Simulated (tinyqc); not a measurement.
Sublattice potential against complex hopping: Haldane model. Computed by the program tinyqc. Command: `OMP_NUM_THREADS=1 python tinyqc.py 115929 115930 out.jsonl`; one thread of a shared host (Intel(R) Xeon(R) Processor @ 2.60GHz), about 0.1 s.

Honeycomb lattice:
```
parameter      value
t1 (eV)     1.610000
t2 (eV)     0.230000
phi (rad)  -1.380000
```

H_AA = delta - 2 t2 sum cos(k.b + phi), H_BB = -delta - 2 t2 sum cos(k.b - phi), H_AB = -t1 (1 + exp(-i k.a1) + exp(-i k.a2)), b = a1, a2 - a1, -a2, m = 3 sqrt3 t2 sin(phi); the sign of the Chern number follows the orientation k1 then k2.

Gaps at the two valleys (eV) and Chern number of the lower band (12 x 12 mesh):
```
delta   gap 2|delta - m|  gap 2|delta + m|  Chern number
-2.112             1.877             6.571             0
-1.525             0.703             5.397             0
-0.704             0.939             3.755             1
0.000              2.347             2.347             1
0.469              3.285             1.409             1
0.880              4.107             0.587             1
1.467              5.281             0.587             0
2.347              7.041             2.347             0
```

Here |m| = 1.1734 eV. For |delta| < |m| the two valleys have masses of opposite sign and the Chern number is +/-1; one gap closes at |delta| = |m|, and beyond it the band is trivial.
